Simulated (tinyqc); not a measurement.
# Electron mobility in a silicon inversion layer, empirical terms and Matthiessen rule, step by step

Numbers from tinyqc (`OMP_NUM_THREADS=1 python tinyqc.py 2510139 2510140 out.jsonl`; about 0.01 s on one thread of a shared Intel Xeon 2.30GHz). Printed values are rounded.

Inversion layer of sheet density Ns on a uniformly doped body. The mobility terms are empirical power laws with prefactors chosen for the exercise; adding their inverses (Matthiessen) is itself an approximation.

Values chosen for this exercise; material values close to those of silicon: temperature T = 325 K; band gap Eg = 1.11 eV; relative permittivity of the semiconductor eps_r = 11.5; conduction-band density of states at T Nc = 3.16e19 cm^-3; valence-band density of states at T Nv = 3e19 cm^-3; body doping Nb = 1.5e17 cm^-3; reverse body bias Vsb = 0.6 V; weight of the inversion charge in the effective field eta = 0.5; gate capacitance Cox = 2.03 uF/cm^2; phonon-limited mobility at 1 MV/cm and 300 K Ap = 395 cm^2/(V s); roughness-limited mobility at 1 MV/cm As = 1050 cm^2/(V s); exponent of the roughness term gs = 2; Coulomb prefactor Ac = 2100 cm^2/(V s); charge at the interface Nit = 1.8e11 cm^-2; inversion density Ns = 1e12 cm^-2; ratio W/L WL = 10; drain voltage Vd = 0.02 V; measured linear current I = 8.94 uA.

Constants: q = 1.602176634e-19 C, kB = 1.380649e-23 J/K, Vt = kB T/q, eps0 = 8.8541878128e-14 F/cm where lengths are in cm. Results are converted to the units shown.

## Depletion charge and effective field

ni = sqrt(Nc Nv) exp(-Eg/(2 Vt)), Eg in volts; Ndep = sqrt(2 eps0 eps_r Nb (2 Vt ln(Nb/ni) + Vsb)/q); E = q (Ndep + eta Ns)/(eps0 eps_r), in MV/cm.

ni = 7.62103e10 cm^-3
Ndep = 1.64063e12 cm^-2
E = 0.336826 MV/cm

The depletion charge gives 76.6 % of the field.

## Mobility terms and their sum

With t = T/(300 K): muC = Ac (Ns/1e12 cm^-2) t/(Nb/1e17 cm^-3 + Nit/1e11 cm^-2), muP = Ap E^(-1/3) t^(-1.75), muS = As E^(-gs); 1/mu is the sum of the inverses.

terms (cm^2/(V s)): Coulomb 689.394, phonon 493.509, roughness 9255.03
mu = 278.947 cm^2/(V s)
shares of 1/mu (%): Coulomb 40.4627, phonon 56.5233, roughness 3.01401

The phonon term limits most.

## Iteration 1: inversion density for the measured current

Ns at the start = 7e11 cm^-2

I = (W/L) q Ns mu Vd. E = q (Ndep + eta Ns)/(eps0 eps_r) in MV/cm. With t = T/(300 K): muC = Ac (Ns/1e12 cm^-2) t/(Nb/1e17 cm^-3 + Nit/1e11 cm^-2), muP = Ap E^(-1/3) t^(-1.75), muS = As E^(-gs); 1/mu is the sum of the inverses. Ns(new) = I/((W/L) q mu Vd).

E = 0.313224 MV/cm
mu = 241.343 cm^2/(V s)
Ns after iteration 1 = 1.15601e12 cm^-2

## Iteration 2: inversion density for the measured current

As before.

E = 0.349100 MV/cm
mu = 292.271 cm^2/(V s)
Ns after iteration 2 = 9.54578e11 cm^-2

## Course of the iteration: inversion density for the measured current

Stop when Ns changes by less than 1e5 cm^-2, or after 120 iterations.

Course of the iteration:
```
iteration  Ns (cm^-2)  |change| (cm^-2)
1          1.15601e12           4.56e11
2          9.54578e11           2.01e11
3          1.01679e12           6.22e10
4          9.94466e11           2.23e10
5          1.00210e12            7.64e9
6          9.99445e11            2.66e9
7          1.00036e12            9.19e8
8          1.00005e12            3.19e8
9          1.00016e12            1.10e8
10         1.00012e12            3.83e7
11         1.00013e12            1.33e7
12         1.00013e12            4.59e6
13         1.00013e12            1.59e6
14         1.00013e12            5.52e5
15         1.00013e12            1.91e5
16         1.00013e12            6.62e4
```

Converged in 16 iterations. At the end each change is about 0.35 times the one before, with alternating sign: linear convergence.

## Split C-V extraction

```
point  Vg (V)  Cgc (uF/cm^2)      I (uA)
0         0.2     3.80999e-4  1.63064e-7
1         0.3     0.00605066  4.11715e-5
2         0.4      0.0922557  0.00973869
3         0.5       0.875418     1.09036
4         0.6        1.87474     11.0784
5         0.7        2.01950     25.5610
6         0.8        2.02934     38.4524
7         0.9        2.02996     49.3138
8           1        2.03000     58.4001
9         1.1        2.03000     65.9740
10        1.2        2.03000     72.2565
11        1.3        2.03000     77.4327
12        1.4        2.03000     81.6589
```

Q(Vg) is the trapezoid sum of Cgc from the first point (where Q is taken as 0); mu_eff = I/((W/L) Q Vd); mu_FE = (dI/dVg)/((W/L) Cox Vd) with a backward difference. Listed from point 4 on.

```
point  Q (uC/cm^2)  mu_eff (cm^2/(V s))  mu_FE (cm^2/(V s))
4         0.191129              289.816             246.011
5         0.385840              331.238             356.714
6         0.588282              326.819             317.522
7         0.791247              311.621             267.522
8         0.994245              293.691             223.801
9          1.19724              275.524             186.547
10         1.40024              258.014             154.742
11         1.60324              241.487             127.492
12         1.80624              226.046             104.094
```

At the last point mu_FE is 54 % below mu_eff: where the mobility falls with gate voltage the slope of I understates it.
